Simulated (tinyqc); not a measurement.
Peak against initial coverage: adsorption as a lattice gas: isotherms with interactions, competition, desorption peaks and saturation dose. Computed by tinyqc, a small Python program. Command: `OMP_NUM_THREADS=1 python tinyqc.py 3016923 3016924 out.jsonl adsorb walk`. One thread of a shared host (Intel(R) Xeon(R) Processor @ 2.30GHz), about 0.2 s of CPU time with the checks.

One adsorbate per site; a molecule needs 1 empty site. Gas and surface have the same temperature.

Inputs (values chosen for the exercise, for a model surface):

| quantity | value | unit |
|---|---|---|
| desorption energy E | 1.1 | eV |
| prefactor nu | 1.8e+14 | 1/s |
| pair energy w (positive repels) | 0.013 | eV |
| neighbours z | 3 | - |
| heating rate beta | 13 | K/s |

Adsorption: molecular (first order).

Constants: k_B = 8.617333262e-05 eV/K.

Method. Heating at the rate beta: d theta/dT = -(nu/beta) theta^1 exp(-[E - z w theta]/(k_B T)). Integrated numerically (relative tolerance 1e-9); T_p is the maximum of the rate.

Peak temperatures (K):

| theta_0 | w = 0 | with w |
|---|---|---|
| 0.1 | 389.93 | 388.90 |
| 0.3 | 389.93 | 386.82 |
| 0.5 | 389.93 | 384.73 |
| 0.7 | 389.93 | 382.62 |
| 0.9 | 389.93 | 380.50 |

Without interaction the peak does not move; with w it moves by -8.4 K, so repulsion in first order mimics second-order kinetics.

Extremes, crossings and ranges named in words are read from the listed rows.
